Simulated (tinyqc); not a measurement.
Energy and lattice constant: complex band structure along [001] in sp3s* tight binding.

For k = (0, 0, kz) the phase sums are g0 = cos(phi) and g3 = i sin(phi), phi = kz a/4, and the s, pz, s* orbitals of anion (a) and cation (c) decouple from px, py. With z = exp(i phi), H(z) = H0 + z T + T^T/z for any complex z. H0 is diagonal (Esa, Epa, Exa, Esc, Epc, Exc). The anion-cation block is B(z) = z U + W/z and the cation-anion block z W^T + U^T/z, where U has Vss/2 (s,s), Vsapc/2 (s,z), -Vscpa/2 (z,s), Vxx/2 (z,z), Vxapc/2 (s*,z), -Vpaxc/2 (z,s*), and W has the same values with the s-z and s*-z signs reversed. |z| = 1 is a band state, |z| < 1 decays along [001] as exp(-kappa d) over a distance d, kappa = -(4/a) ln|z|. No spin-orbit coupling.

Inputs chosen for the exercise (out of a larger set: near a published set for AlAs, fitted to gaps, whose masses and valley positions are rough (light masses up to twice too heavy); not measured data): p = (-7.545, 0.98, -1.163, 3.577, 7.495, 6.717, -6.64, 1.878, 4.306, 5.124, 5.49, 4.514, 4.994) eV (order Esa, Epa, Esc, Epc, Exa, Exc, Vss, Vxx, Vxy, Vsapc, Vscpa, Vxapc, Vpaxc); a = 5.658 angstrom (lattice constant); dE = 1.91 eV (E - Ev).

The slowest root of the s-pz block and the heavy-hole branch, sinh^2(kappa a/4) = ((E - Epa)(E - Epc) - Vxx^2)/(Vxx^2 - Vxy^2), at E = Ev + dE with Ev the lower root of [[Epa, Vxx], [Vxx, Epc]]; the couplings are kept when a changes.

Results for these values:

| case | slowest kappa (1/angstrom) | heavy-hole kappa (1/angstrom) |
|---|---|---|
| base | 0.1897 | 0.3908 |

What happens to each result for dE = 1.94 eV, all else kept?

Answer: slowest kappa falls from 0.1897 to 0.1892; heavy-hole kappa rises from 0.3908 to 0.3915.

The same for each parameter in turn:

| case | slowest kappa (1/angstrom) | heavy-hole kappa (1/angstrom) |
|---|---|---|
| base | 0.1897 | 0.3908 |
| dE = 1.94 eV | 0.1892 | 0.3915 |
| a = 5.828 angstrom | 0.1842 | 0.3794 |

With the couplings fixed, kappa a stays, so kappa scales as 1/a.

Run: tinyqc, `OMP_NUM_THREADS=1 python tinyqc.py 1482148 1482149 out.jsonl`; Intel(R) Xeon(R) Processor @ 2.30GHz, one thread, shared host; about 0.01 s of CPU time with all checks.
